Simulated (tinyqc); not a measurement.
# Thermal RC ladder, step response: two studies

A ladder of 3 nodes: R_i joins node i to node i + 1, the last R to the ambient; C_i is the heat capacity of node i; theta is the rise above ambient, zero at t = 0. d theta/dt = -A theta + b with b = (Pw/C_1, 0, ...), times in ms.

Values chosen for this exercise: resistances, junction to ambient R = [1.8, 0.31, 1.8] K/W; heat capacities of the nodes C = [0.94, 3, 33] mJ/K; power at node 1 from t = 0 Pw = 7.4 W.

Each table varies one quantity; the others keep the values above.

## Time step and accuracy

A = C^(-1) K, K_ii = 1/R_(i-1) + 1/R_i (no first term for node 1), K_(i,i+1) = K_(i+1,i) = -1/R_i. The time constants tau_k are the inverse eigenvalues of A; the rise of node 1 per watt is Z(t) = sum_k r_k (1 - exp(-t/tau_k)), with r_k = v_k1^2 tau_k/C_1 and v_k the unit eigenvectors of C^(-1/2) K C^(-1/2). Both schemes run from t = 0 to 2.7 ms in M equal steps dt: explicit, theta(new) = theta + dt (b - A theta); implicit, (1 + dt A) theta(new) = theta + dt b. Errors of node 1 are against Pw Z; tau_1 is the shortest time constant.

Results:

| M | dt/tau_1 | error, explicit (%) | error, implicit (%) |
|---|---|---|---|
| 2 | 1.976 | 13.19 | -12.25 |
| 3 | 1.317 | 11.47 | -8.634 |
| 8 | 0.4940 | 3.851 | -3.491 |
| 16 | 0.2470 | 1.877 | -1.787 |
| 32 | 0.1235 | 0.9269 | -0.9045 |
| 64 | 0.06175 | 0.4606 | -0.4550 |
| 128 | 0.03088 | 0.2296 | -0.2282 |

Estimate the missing row, M = 4.

Computed row:

| M | dt/tau_1 | error, explicit (%) | error, implicit (%) |
|---|---|---|---|
| 4 | 0.9880 | 8.127 | -6.669 |

With this row back in the table: With 2 steps the errors are 13 % (explicit) and -12 % (implicit), with 128 steps 0.23 and -0.23 %. The last doubling divides them by 2.0 and 2.0: both schemes are of first order, with errors of opposite sign. The explicit scheme is stable only for dt < 2 tau_1, and the first row, at 1.98, sits next to that limit, so its error does not follow the trend.

## Single pulses of growing length

Same model as above.

Single pulses of growing length:

| t (ms) | Z(t) (K/W) | Z/sum R | t/C_1 (K/W) | rise (K) |
|---|---|---|---|---|
| 0.14 | 0.1430 | 0.03657 | 0.1489 | 1.058 |
| 0.32 | 0.3107 | 0.07946 | 0.3404 | 2.299 |
| 0.74 | 0.6427 | 0.1644 | 0.7872 | 4.756 |
| 1.7 | 1.178 | 0.3012 | 1.809 | 8.715 |
| 4 | 1.797 | 0.4597 | 4.255 | 13.30 |
| 9.2 | 2.180 | 0.5576 | 9.787 | 16.13 |
| 21 | 2.478 | 0.6339 | 22.34 | 18.34 |
| 50 | 2.983 | 0.7630 | 53.19 | 22.08 |
| 110 | 3.533 | 0.9037 | 117.0 | 26.15 |
| 270 | 3.876 | 0.9913 | 287.2 | 28.68 |

Z rises from 0.143 to 3.88 K/W, against 3.91 K/W in the steady state. In the first row it is 4.0 % below t/C_1, the limit in which only the first heat capacity is charged. It passes half of the steady value at t = 9.2 ms among the rows.

tinyqc, about 0.01 s, one thread, Intel Xeon 2.30GHz (shared host): `OMP_NUM_THREADS=1 python tinyqc.py 2520011 2520012 out.jsonl`
